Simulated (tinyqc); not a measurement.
Short-channel transistor, virtual-source model with series resistance: two steps of the calculation.

The current per gate width is the charge at the top of the source barrier (the virtual source) times its velocity times a saturation function; al and be are fitting constants of the model. Units: I in uA/um, Rs in ohm um, so I Rs = 1e-6 I Rs in volts; Q in uC/cm^2, so I = 1e-4 Q vx0 Fsat with vx0 in cm/s.

Values chosen for this exercise:

| symbol | value | unit | meaning |
|---|---|---|---|
| T | 250 | K | temperature |
| Cinv | 2.92 | uF/cm^2 | inversion capacitance |
| vx0 | 1.01e7 | cm/s | velocity at the virtual source |
| mu | 600 | cm^2/(V s) | apparent mobility |
| L | 90 | nm | channel length |
| VT0 | 0.43 | V | threshold at zero drain voltage |
| dl | 0.078 | V/V | drain-induced barrier lowering |
| n0 | 1.26 |  | subthreshold factor |
| nd | 0 | 1/V | growth of n with drain voltage |
| al | 3.5 |  | threshold shift (in units of Vt) from weak to strong inversion |
| be | 2 |  | sharpness of saturation |
| Rs | 150 | ohm um | series resistance of each contact |
| Vgs | 0.5 | V | gate voltage |
| Vds | 0.7 | V | drain voltage |

Constants: q = 1.602176634e-19 C, kB = 1.380649e-23 J/K, Vt = kB T/q. Results are converted to the units shown.

Task 1. Current through the series resistance. Intrinsic voltages Vg' = Vgs - I Rs, Vd' = Vds - 2 I Rs. n = n0 + nd Vd', VT = VT0 - dl Vd', Ff = 1/(1 + exp((Vg' - VT + al Vt/2)/(al Vt))), Q = Cinv n Vt ln(1 + exp((Vg' - VT + al Vt Ff)/(n Vt))), Vdsat = (vx0 L/mu)(1 - Ff) + Vt Ff, Fsat = u/(1 + u^be)^(1/be) with u = Vd'/Vdsat, and I(out) = Q vx0 Fsat per width. (Fsat takes the sign of u.) I(new) = I(out).

I at the start = 0 uA/um

Find: Vg'; Vd'; VT; Ff; Q; Vdsat; Fsat; I(out); I after iteration 1.

Result 1.

Vg' = 0.50000 V
Vd' = 0.70000 V
VT = 0.37540 V
Ff = 0.10410
Q = 0.38735 uC/cm^2
Vdsat = 0.13797 V
Fsat = 0.98112
I(out) = 383.84 uA/um
I after iteration 1 = 383.84 uA/um

Task 2. What the series resistance costs. n = n0 + nd Vd', VT = VT0 - dl Vd', Ff = 1/(1 + exp((Vg' - VT + al Vt/2)/(al Vt))), Q = Cinv n Vt ln(1 + exp((Vg' - VT + al Vt Ff)/(n Vt))), Vdsat = (vx0 L/mu)(1 - Ff) + Vt Ff, Fsat = u/(1 + u^be)^(1/be) with u = Vd'/Vdsat, and I = Q vx0 Fsat per width. I0 is the current for Rs = 0. Effective velocity I/Q; transit time L Q/I.

converged I = 267.17194 uA/um
I0 = 383.84069 uA/um

Wanted: loss against I0; effective velocity; transit time.

Result 2.

loss against I0 = 30.395 %
effective velocity = 9.8897e6 cm/s
transit time = 0.91004 ps

The carriers leave the virtual source at 97.9 % of vx0: the device is in saturation.

Computed by the program tinyqc: `OMP_NUM_THREADS=1 python tinyqc.py 2380061 2380062 out.jsonl`, one thread of a shared Intel Xeon 2.30GHz, about 0.01 s for the whole run.
